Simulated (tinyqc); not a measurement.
Changing the dose Q: ion implantation: universal nuclear stopping, Lindhard-Scharff electronic stopping and a Gaussian range profile. Computed by tinyqc, a small Python program. Command: `OMP_NUM_THREADS=1 python tinyqc.py 3010894 3010895 out.jsonl implant sweep`. One thread of a shared host (Intel(R) Xeon(R) Processor @ 2.30GHz), about 0.2 s of CPU time with the checks.

An ion slows by elastic collisions with screened nuclei and by friction with electrons; channelling is ignored and the target is uniform.

Inputs (values chosen for the exercise, modelled on nitrogen ions in germanium):
```
quantity,value,unit
ion atomic number Z1,7,-
ion mass M1,14,u
target atomic number Z2,32,-
target mass M2,72.63,u
target density N,44.2,1/nm^3
ion energy E,120,keV
scale factor of electronic stopping k,1.4,-
background C_B,1.8e+15,1/cm^3
displacement energy E_d,15,eV
```

Method:
- Reduced energy eps = 32.53 M2 E/(Z1 Z2 (M1 + M2)(Z1^0.23 + Z2^0.23)), E in keV; s_n = ln(1 + 1.1383 eps)/(2 (eps + 0.01321 eps^0.21226 + 0.19593 eps^0.5)) for eps up to 30 and ln(eps)/(2 eps) above; S_n = 8.462 Z1 Z2 M1 s_n/((M1 + M2)(Z1^0.23 + Z2^0.23)) in 1e-15 eV cm^2.
- S_e = k 3.83 Z1^(7/6) Z2/(Z1^(2/3) + Z2^(2/3))^(3/2) sqrt(E/M1) in 1e-15 eV cm^2, E in keV.
- Path length R = int_0^E dE'/(N (S_n + S_e)); energy lost to nuclei nu = int_0^E S_n/(S_n + S_e) dE' (both with E' = E y^3 and 64 Gauss-Legendre points in y).
- Estimates of Lindhard type: R_p = R/(1 + M2/(3 M1)), straggle dR_p = (2/3) R_p sqrt(M1 M2)/(M1 + M2).
- C(x) = C_p exp(-(x - R_p)^2/(2 dR_p^2)) with C_p = Q/(sqrt(2 pi) dR_p), 1 nm = 1e-7 cm; the profile falls to the background at x_j = R_p + dR_p sqrt(2 ln(C_p/C_B)); the peak atomic fraction is C_p/N.
- Kinchin-Pease count with efficiency 0.8: N_d = 0.8 nu/(2 E_d), taking all of nu as damage energy (an upper estimate, as recoils also lose energy to electrons). Spread over a depth R_p + dR_p, displacements per atom = Q N_d/(N (R_p + dR_p)).

One run for each value:
```
dose Q (1/cm^2),depth x_j where C falls to C_B (nm),peak concentration C_p (1/cm^3),displacements per atom
1.00e+12,218.56,1.2767e+17,1.2924e-03
3.70e+12,231.63,4.7238e+17,4.7818e-03
1.40e+13,243.42,1.7874e+18,1.8093e-02
5.20e+13,253.98,6.6389e+18,6.7203e-02
1.90e+14,263.60,2.4258e+19,2.4555e-01
7.20e+14,272.84,9.1924e+19,9.3050e-01
2.70e+15,281.45,3.4471e+20,3.4894e+00
1.00e+16,289.54,1.2767e+21,1.2924e+01
```

Over the rows, depth x_j where C falls to C_B (nm) rises from 219 to 290 (exponent d ln y / d ln x 0.044 between the first rows and 0.022 between the last); peak concentration C_p (1/cm^3) rises from 1.28e17 to 1.28e21 (exponent d ln y / d ln x about 1.0 throughout); displacements per atom rises from 0.00129 to 12.9 (exponent d ln y / d ln x about 1.0 throughout). The exponent of peak concentration C_p stays at 1: the profile scales with dose. The exponent of displacements per atom stays at 1: cascades are counted independently. The dose enters x_j only through the root of a logarithm.

Caution (all rows): the estimates of R_p and dR_p assume mainly nuclear stopping and an ion not much lighter than the target; here they are rough, and for light ions in heavy targets the straggle can be low by a factor of two or more. Caution (rows 1.90e14, 7.20e14, 2.70e15, 1.00e16): above a few tenths of a displacement per atom cascades overlap, so the count overstates new damage; heavy ions turn silicon and germanium amorphous at such levels, while light ions such as boron and metal targets anneal much of the damage.

Extremes, crossings and ranges named in words are read from the listed rows.
